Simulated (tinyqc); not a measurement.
Inside a calculation. Method: coherent transport through a tight-binding region between two chains. Computed by tinyqc, a small Python program that keeps every step. Settings: temperature = 4, mu = 0.16. Command: `OMP_NUM_THREADS=1 python tinyqc.py 28133 28134 out.jsonl` (the two numbers bound the seeds that draw the settings). One thread of a shared host (Intel(R) Xeon(R) Processor @ 2.60GHz), about 0.08 s of CPU time with the checks.

## Transmission at E = 0.17 eV

H of the central region (eV):
```
           1          2
1   0.000000  -0.980000
2  -0.980000   0.000000
```

Leads: semi-infinite chains with site energy 0:

| parameter | value |
|---|---|
| lead hopping t (eV) | 2.200000 |
| coupling to the left lead (eV) | 0.550000 |
| coupling to the right lead (eV) | 0.930000 |
| left contact site | 1 |
| right contact site | 2 |

E = 0.170000 eV

Surface Green function g = (E - i sqrt(4 t^2 - E^2)) / (2 t^2); self-energy tc^2 g on each contact site; G = (E - H - Sigma)^(-1); Gamma = -2 Im Sigma; T = Gamma_L Gamma_R |G_LR|^2; local density of states -Im G_ii / pi.

g = 0.017562-0.454206i 1/eV

G (1/eV):
```
                     1                    2
1  -0.121101-0.407788i   0.983587+0.085507i
2   0.983587+0.085507i  -0.153302-0.152269i
```

local density of states (1/eV): 0.129803  0.048469

transmission = 0.210452

## Transmission across the band

The same steps on a grid of energies.

T(E):

| E (eV) | T |
|---|---|
| -4.18000000 | 0.000097 |
| -3.76200000 | 0.000419 |
| -3.34400000 | 0.001095 |
| -2.92600000 | 0.002615 |
| -2.50800000 | 0.006428 |
| -2.09000000 | 0.017876 |
| -1.67200000 | 0.064775 |
| -1.25400000 | 0.372435 |
| -0.83600000 | 0.607855 |
| -0.41800000 | 0.262603 |
| 0.00000000 | 0.201786 |
| 0.41800000 | 0.262603 |
| 0.83600000 | 0.607855 |
| 1.25400000 | 0.372435 |
| 1.67200000 | 0.064775 |
| 2.09000000 | 0.017876 |
| 2.50800000 | 0.006428 |
| 2.92600000 | 0.002615 |
| 3.34400000 | 0.001095 |
| 3.76200000 | 0.000419 |
| 4.18000000 | 0.000097 |

levels of the isolated region (eV): -0.980000  0.980000

## Current

I = (2e/h) int T(E) [f(E - mu - V/2) - f(E - mu + V/2)] dE at 4 K with mu = 0.16 eV, the bias not changing H; 2e^2/h = 77.48092 microsiemens; the integral runs over the band on 4001 points.

Current:

| V (volt) | I (microampere) |
|---|---|
| 0.010000 | 0.162910 |
| 0.050000 | 0.812377 |
| 0.100000 | 1.624337 |
| 0.200000 | 3.263471 |
| 0.400000 | 6.633453 |
| 0.800000 | 14.222785 |
